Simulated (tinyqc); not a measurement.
Born-Mayer model of an ionic crystal AB. Changing the pressure P. Computed by tinyqc, a small Python program. Command: `OMP_NUM_THREADS=1 python tinyqc.py 3014489 3014490 out.jsonl bornmayer sweep`. One thread of a shared host (Intel(R) Xeon(R) Processor @ 2.30GHz), about 0.02 s of CPU time with the checks.

Energies are per ion pair and r is the nearest distance of unlike ions.

Inputs (values chosen for the exercise, for a model salt): ionic charge z = 1; unlike repulsion lambda = 1250 eV; range rho = 0.355 angstrom; like repulsion lambda2 = 1420 eV; dispersion C between like ions = 85 eV angstrom^6.

Structure: zinc blende. Short range: with like-ion terms.

Constants: e^2/(4 pi eps_0) = 14.39964548 eV angstrom; 1 eV/angstrom^3 = 160.2176634 GPa.

Method:
- Madelung constant M, unlike neighbours z1, like neighbours z2 at f r, volume per pair: rock salt 1.747565, 6, 12, sqrt2, 2 r^3; caesium chloride 1.762675, 8, 6, 2/sqrt3, 8 r^3/(3 sqrt3); zinc blende 1.638055, 4, 12, sqrt(8/3), 16 r^3/(3 sqrt3).
- U(r) = -M z^2 e^2/(4 pi eps_0 r) + z1 lambda exp(-r/rho) + z2 [lambda2 exp(-f r/rho) - C/(f r)^6] (one mean like-ion term for both sublattices).
- With the volume written as c r^3, under pressure take the root at the minimum of the enthalpy and solve U'(r) + 3 c r^2 P = 0; H = U + P V; B = (U'' - 2 U'/r)/(9 c r).

One run for each value; columns: (1) pressure P (GPa); (2) volume at P (angstrom^3); (3) bulk modulus at P (GPa); (4) enthalpy at P (eV per pair); (5) distance at P (angstrom):
```
(1)     (2)     (3)     (4)     (5)
0    87.536   10.71  -6.858  3.0520
2    76.323   19.10  -5.844  2.9157
5    67.497   30.45  -4.505  2.7987
10   59.307   47.97  -2.539  2.6805
20   50.613   80.64   0.861  2.5426
30   45.577  111.66   3.851  2.4553
80   34.255  256.16  15.984  2.2324
```

Give the missing row, pressure P (GPa) = 50.

Computed row; columns: (1) pressure P (GPa); (2) volume at P (angstrom^3); (3) bulk modulus at P (GPa); (4) enthalpy at P (eV per pair); (5) distance at P (angstrom):
```
(1)     (2)     (3)    (4)     (5)
50   39.488  171.01  9.125  2.3407
```

Interpolating between the two neighbouring rows (linearly) misses most in enthalpy at P (eV per pair), by 4.6 %. Over the rows, volume at P (angstrom^3) falls from 87.5 to 34.3; bulk modulus at P (GPa) rises from 10.7 to 256; enthalpy at P (eV per pair) rises from -6.86 to 16.0. dB/dP is 4.19 between the first rows and 2.84 between the last; dH/dP equals the volume.

Extremes, crossings and ranges named in words are read from the listed rows.
